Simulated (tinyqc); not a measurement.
Hubbard chain of 2 sites, step by step. Computed by tinyqc, a small Python program that keeps every step. Settings: hopping = 0.88, U = 5.5, mixing = 0.2, iteration cap = 72. Command: `OMP_NUM_THREADS=1 python tinyqc.py 27730 27731 out.jsonl` (the two numbers bound the seeds that draw the settings). One thread of a shared host (Intel(R) Xeon(R) Processor @ 2.60GHz), about 0.1 s of CPU time with the checks. Later iterations appear only in the table of the cycle.

## Mean-field iteration 1

one-body matrix (hopping and site energies) (eV):
```
           1          2
1   0.000000  -0.880000
2  -0.880000   0.000000
```

U = 5.500000 eV

electrons, up and down: 1  1

mixing = 0.200000

n(up) at the start (a guess, not normalised): 1 0.500000, 2 0.500000

n(down) at the start (a guess): 1 0.500000, 2 0.500000

H(up) = T + U n(down), H(down) = T + U n(up); fill the lowest levels; n(new) = n + mixing (n(out) - n); E = tr T (rho up + rho down) + U sum n_up n_down of the output.

levels, up (eV): 1.870000  3.630000

levels, down (eV): 1.870000  3.630000

energy = 0.990000 eV

n(up) after iteration 1: 1 0.500000, 2 0.500000

n(down) after iteration 1: 1 0.500000, 2 0.500000

## Convergence

Each step fills the lowest levels of T + U n(other spin) and sets n(new) = n + mixing (n(out) - n); stop when output and input agree to 1e-8.

Course of the cycle:

| iteration | E (eV) | largest \|n(out) - n(in)\| | mean \|n_up - n_down\| |
|---|---|---|---|
| 1 | 0.99000000 | 1.11e-16 | 0.000000 |

local moments n_up - n_down: 1 0.000000, 2 0.000000

Converged in 1 iterations. But random starts reach -0.28160 eV, so this is another stationary point, not the lowest one. Reruns (cap 100 unless said): mixing 0.5: converged in 1 to a higher stationary point (E = 0.99000); mixing 0.9: converged in 1 to a higher stationary point (E = 0.99000). Before convergence this energy mixes input and output and is not variational, so it may rise towards its limit.

## The many-body Hamiltonian

Basis: all placements (u, d, 2, 0 on each site), up operators ordered before down ones; hops carry the sign of the same-spin electrons passed.

H (eV), lower triangle:
```
           20         ud         du        02
20   5.500000
ud  -0.880000   0.000000
du  -0.880000   0.000000   0.000000
02   0.000000  -0.880000  -0.880000  5.500000
```

## Exact diagonalisation (4 states)

Lowest levels of the sector, and the double occupancy of the lowest state.

lowest levels (eV): -0.514981  0.000000  5.500000  6.014981

double occupancy per site = 0.039432

The mean-field solution above lies 1.5050 eV above the exact energy.
